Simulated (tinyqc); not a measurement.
Piezoresistors in the (001) plane of a cubic crystal: one step of the calculation.

Plane stress in crystal axes x = [100], y = [010]. First-order piezoresistance: d rho_xx/rho = p11 sxx + p12 syy, d rho_yy/rho = p12 sxx + p11 syy, d rho_xy/rho = p44 sxy; a resistor along d = (cos th, sin th) changes by dR/R = d.(d rho/rho).d. Changes of geometry and second-order terms are left out.

Question. Longitudinal and transverse coefficients. For uniaxial stress along or across the current: pL = p11 - (A/2) sin^2(2 th), pT = p12 + (A/2) sin^2(2 th), A = p11 - p12 - p44. Gauge factor along [110]: E (p11 + p12 + p44)/2.

Inputs (values chosen for the exercise); coefficients close to those of lightly doped p-type silicon:
- p11 = 6.5 x 1e-11/Pa (piezoresistive coefficient)
- p12 = -1.07 x 1e-11/Pa (piezoresistive coefficient)
- p44 = 134 x 1e-11/Pa (piezoresistive coefficient)
- th = 22.5 deg (angle of the current from [100])
- E = 165 GPa (Young's modulus along [110])

Find: A; pL; pT; gauge factor.

Answer.

A = -126.4 x 1e-11/Pa
pL = 38.11 x 1e-11/Pa
pT = -32.68 x 1e-11/Pa
gauge factor = 115.0

tinyqc, about 0.01 s, one thread, Intel Xeon 2.30GHz (shared host): `OMP_NUM_THREADS=1 python tinyqc.py 2530077 2530078 out.jsonl`
